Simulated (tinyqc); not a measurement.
On-chip power grid, static voltage drop by conjugate gradients: one step of the calculation.

A grid of 4 rows and 3 columns, node k = 3 row + column. Neighbours in a row are joined by Rx, in a column by Ry; pad nodes, which reach the supply through Rp: 0, 2, 9, 11. Each node draws I0, node 11 draws kh I0. The drops u = Vdd - V solve G u = i, with G the conductance matrix (1/Rp added on the diagonal at pad nodes).

Problem. Worst drop, pad currents and power lost. Pad current u/Rp; worst drop as a share of Vdd; power lost in the grid and pads sum_k i_k u_k; power delivered sum_k i_k (Vdd - u_k).

Inputs (values chosen for the exercise):
- Vdd = 0.9 V (supply voltage)
- Rp = 0.14 ohm (resistance from a pad node to the supply)
- I0 = 9.2 mA (load current of an ordinary node)
- kh = 3 (factor on the load at the hot node)

converged u (mV):
```
           col 0      col 1      col 2
row 0  4.0411053  7.7920509  4.3328940
row 1  5.5278594  8.0802334  6.1015283
row 2  5.5423493  8.1734957  6.5013469
row 3  4.0703703  8.0307620  5.5876305
```

Wanted: worst drop; share of Vdd; pad currents; power lost; power delivered.

Solution.

worst drop = 8.1735 mV
share of Vdd = 0.90817 %
pad currents (mA): node 0 28.865, node 2 30.949, node 9 29.074, node 11 39.912
power lost = 0.78160 mW
power delivered = 115.14 mW

The pad currents add up to the total load, 128.8 mA. The worst drop is at node 7, not at the hot node.

Computed by the program tinyqc: `OMP_NUM_THREADS=1 python tinyqc.py 2770106 2770107 out.jsonl`, one thread of a shared Intel Xeon 2.30GHz, about 0.2 s for the whole run.
